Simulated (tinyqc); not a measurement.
# From one set of inputs to another, one input at a time

Model: sputter depth profiling of a dopant layer: erosion rate, quantification and the mixing-roughness response. Computed by tinyqc, a small Python program. Command: `OMP_NUM_THREADS=1 python tinyqc.py 3018007 3018008 out.jsonl sims ladder`. One thread of a shared host (Intel(R) Xeon(R) Processor @ 2.30GHz), about 0.1 s of CPU time with the checks.

A rastered ion beam erodes silicon (49.94 atoms per nm^3). The measured profile is the true one convolved with a depth response.

The inputs printed are set A. Inputs not listed in the table keep their values of set A, so the rows need not describe a real material.

Inputs (values chosen for the exercise, modelled on a dopant in silicon under an oxygen or caesium beam):
```
quantity                               value    unit
beam energy E                            1.6     keV
beam current                              36      nA
raster side                              250      um
sputter yield at 1 keV                  0.59       -
mixing length at 1 keV                   1.6      nm
roughness sigma                         0.53      nm
depth of the top edge z0                  50      nm
box width b                                2      nm
box concentration C                  7.5e+19  1/cm^3
relative sensitivity factor RSF      3.3e+20  1/cm^3
matrix count rate                    3.8e+06     1/s
background count rate                    6.3     1/s
counting time per point                  0.5       s
level that defines the junction C_B    8e+17  1/cm^3
```

True profile: box.

Constants: e = 1.602176634e-19 C.

Method:
- Scaling chosen for the exercise: yield Y = Y1 E^0.5, mixing length w = w1 E^0.5 (E in keV).
- Erosion rate = Y I/(e x raster^2 x density); depth step = rate x counting time; concentration = RSF x counts/matrix counts; detection limit = RSF x 3 sqrt(background x time)/(matrix rate x time).
- Mixing alone turns a layer at z0 into (1/w) exp(-(z - z0 + w)/w) for z > z0 - w; roughness adds a Gaussian of width sigma. With x = z - z0 + w: g(x) = (1/(2w)) exp(sigma^2/(2 w^2) - x/w) erfc((sigma/w - x/sigma)/sqrt2), and its integral G(x) = (1/2) erfc(-x/(sigma sqrt2)) - w g(x). Measured: C [G(x) - G(x - b)].
- Find the maximum, the full width at half maximum and the deep point where the profile falls to C_B; far down, the trailing edge decays by w ln(10) per decade.

Each row keeps all changes above it:
```
input moved                                      from       to  peak concentration (1/cm^3)  apparent junction depth (nm)  erosion rate (nm/s)
set A                                               -        -                   3.9416e+19                        58.293              0.05372
level that defines the junction C_B (1/cm^3)    8e+17    5e+16                   3.9416e+19                        63.904              0.05372
box width b (nm)                                    2      7.3                   7.1387e+19                        70.091              0.05372
box concentration C (1/cm^3)                  7.5e+19  1.2e+19                   1.1422e+19                        66.382              0.05372
beam current (nA)                                  36      320                   1.1422e+19                        66.382              0.47755
roughness sigma (nm)                             0.53      1.3                   1.0802e+19                        66.730              0.47755
beam energy E (keV)                               1.6     0.98                   1.1209e+19                        64.915              0.37375
mixing length at 1 keV (nm)                       1.6      1.9                   1.0938e+19                        66.138              0.37375
```

Peak concentration goes from 3.94e19 to 1.09e19, a factor 0.277 in all. The largest single move comes from box concentration C (a factor 0.160), and box width b works against it (a factor 1.81). Apparent junction depth goes from 58.3 to 66.1, a factor 1.13 in all. The largest single move comes from box width b (a factor 1.10), and box concentration C works against it (a factor 0.947). Erosion rate goes from 0.0537 to 0.374, a factor 6.96 in all. The largest single move comes from beam current (a factor 8.89), and beam energy E works against it (a factor 0.783). The single moves hold for this order of the switches; the total does not depend on the order.

Extremes, crossings and ranges named in words are read from the listed rows.
